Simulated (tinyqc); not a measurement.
# Hexagonal on-chip spiral inductor, lumped pi model: quality factor against frequency

Outer diameter do = di + 2 n wd + 2 (n - 1) sp, mean da = (do + di)/2, fill p = (do - di)/(do + di), length l = 3.464 n da. L = 2.33 mu0 n^2 da/(1 + 3.82 p), mu0 = 4 pi 1e-7 H/m. Rs = rho l/(wd delta (1 - exp(-th/delta))), delta = sqrt(rho/(pi f mu0)). Cs = n wd^2 eps0 eo/hu across the coil. At each end Cox = l wd eps0 eo/(2 ho) leads to the substrate branch Rsi = 2 rs he/(l wd) in parallel with Csi = l wd eps0 11.7/(2 he). With one end grounded Y = 1/(Rs + i w L) + i w Cs + 1/[1/(i w Cox) + 1/(1/Rsi + i w Csi)], w = 2 pi f; Q = -Im Y/Re Y. Eddy currents in neighbouring turns and in the substrate are left out.

Apparent inductance Im(1/Y)/w; share of the loss Re(substrate branch)/Re Y.

Values chosen for this exercise; values of the order met in silicon radio-frequency processes: number of turns n = 5.5; line width wd = 20 um; space between turns sp = 2 um; inner diameter di = 100 um; metal thickness th = 4 um; metal resistivity rho = 2.2 uohm cm; oxide below the coil ho = 6.8 um; oxide between coil and underpass hu = 1 um; relative permittivity of the oxide eo = 4.1; substrate resistivity rs = 1 ohm cm; effective spreading depth in the substrate he = 50 um.

Constants: eps0 = 8.8541878128e-12 F/m. Results are converted to the units shown.

Quality factor against frequency:
```
f (GHz)  Rs (ohm)  w L/Rs       Q  apparent inductance (nH)  loss in the substrate (%)
0.061      1.4042  1.7214  1.7207                    6.3077                  4.8605e-5
0.099      1.4803  2.6500  2.6478                    6.3105                  2.7321e-4
0.16       1.5798  4.0131  4.0048                    6.3179                  0.0016237
0.27       1.7257  6.1996  6.1640                    6.3404                   0.011643
0.43       1.9006  8.9652  8.8328                    6.3944                   0.067070
0.71       2.1551  13.054  12.501                    6.5535                    0.43510
1.2        2.5243  18.837  16.294                    7.0694                     2.9444
1.9        2.9670  25.375  15.898                    8.6435                     13.928
3.1        3.6057  34.068  4.8705                    21.839                     48.451
```

What does the table show?

Q goes from 1.72 through a maximum of 16.3 (at f = 1.2 GHz among the rows listed) to 4.87; the exact peak is 17.0 at 1.51 GHz and Q reaches zero at the self-resonance, 3.65 GHz. The share of the substrate rises from 4.86e-5 to 48.5 %, and the apparent inductance ends at 3.46 times L. At the peak the substrate takes 6.50 % of the loss.

Numbers from tinyqc (`OMP_NUM_THREADS=1 python tinyqc.py 2302125 2302126 out.jsonl`; about 0.01 s on one thread of a shared Intel Xeon 2.30GHz).
